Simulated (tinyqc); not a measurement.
# Worked calculation: frequency dispersion of an accumulation capacitance by border traps, distributed model

Program tinyqc, `OMP_NUM_THREADS=1 python tinyqc.py 2202014 2202015 out.jsonl`; Intel Xeon 2.30GHz, shared host, one thread, about 0.6 s. Printed values are rounded.

Traps spread evenly through the insulator exchange electrons with the semiconductor by tunnelling, with tau(x) = t0 exp(2 ka x) at depth x from the interface. The admittance per area Y seen at depth x obeys dY/dx = -Y^2/(i w eps0 eox) + q Nb ln(1 + i w tau)/tau, with Y(0) = i w Cs and w = 2 pi f; the gate sees Y(tox) = G + i w C. Working variable y = Y/(i w), in uF/cm^2. Cox = eps0 eox/tox.

Parameters, values chosen for the exercise; permittivity close to that of zirconium oxide: relative permittivity of the insulator eox = 22.9; insulator thickness tox = 9.8 nm; semiconductor capacitance in accumulation Cs = 2.6 uF/cm^2; density of border traps Nb = 6.4e18 cm^-3 eV^-1; decay constant of the wave function in the insulator ka = 6.1 1/nm; time constant of a trap at the interface t0 = 2e-10 s; frequency f = 1e5 Hz; depth down to which the steps are taken xe = 1.1 nm.

Constants: q = 1.602176634e-19 C, eps0 = 8.8541878128e-14 F/cm where lengths are in cm. Results are converted to the units shown.

## Scales and lumped estimate

Cox; trap-free value 1/(1/Cox + 1/Cs); response depth d = ln(1/(w t0))/(2 ka), where w tau = 1; lumped estimate: all traps within d act as C_bt = q Nb d placed at d/2, so C = 1/{1/[1/(1/Cs + d/(2 eps0 eox)) + C_bt] + (tox - d/2)/(eps0 eox)}.

Cox = 2.06899 uF/cm^2
trap-free C = 1.15215 uF/cm^2
d = 0.736221 nm
C_bt = 0.0754916 uF/cm^2
lumped C = 1.16814 uF/cm^2

The traps within reach amount to 0.0290 Cs and lie in the first 7.51 % of the insulator.

## Midpoint steps through the active depth

In terms of y: dy/dx = -y^2/(eps0 eox) + s(x), s = q Nb ln(1 + z)/z, z = i w tau. 11 midpoint steps of h = xe/11: y_half = y + (h/2) y'(x, y), y(new) = y + h y'(x + h/2, y_half).

| point | x (nm) | s (uF/(cm^2 nm)) | y (uF/cm^2) |
|---|---|---|---|
| 0 | 0 | 0.102539-0.000006i | 2.60000+0.00000i |
| 1 | 0.1 | 0.102539-0.000022i | 2.57721+0.00000i |
| 2 | 0.2 | 0.102539-0.000074i | 2.55499-0.00001i |
| 3 | 0.3 | 0.102538-0.000250i | 2.53333-0.00002i |
| 4 | 0.4 | 0.102530-0.000848i | 2.51219-0.00006i |
| 5 | 0.5 | 0.102432-0.002868i | 2.49158-0.00022i |
| 6 | 0.6 | 0.101334-0.009559i | 2.47143-0.00073i |
| 7 | 0.7 | 0.091133-0.027585i | 2.45141-0.00239i |
| 8 | 0.8 | 0.053699-0.041151i | 2.42955-0.00610i |
| 9 | 0.9 | 0.019966-0.027907i | 2.40412-0.00953i |
| 10 | 1 | 0.006284-0.013213i | 2.37706-0.01125i |
| 11 | 1.1 | 0.001889-0.005378i | 2.34986-0.01183i |

## Capacitance and conductance at the gate

y at xe = 2.34986-0.01183i uF/cm^2

Beyond xe the traps are ignored, so 1/y(tox) = 1/y(xe) + (tox - xe)/(eps0 eox); C = Re y, G/w = -Im y, loss tangent G/(w C).

y at the gate = 1.17010-0.00293i uF/cm^2
C = 1.17010 uF/cm^2
G/w = 0.00293339 uF/cm^2
loss tangent = 0.00250696

A fine integration over the whole insulator gives C = 1.1701 and G/w = 0.003064 uF/cm^2; the coarse G/w is 4.3 % below that. The fine C is 1.6 % above the trap-free value, and the lumped estimate is 0.17 % below the fine result.
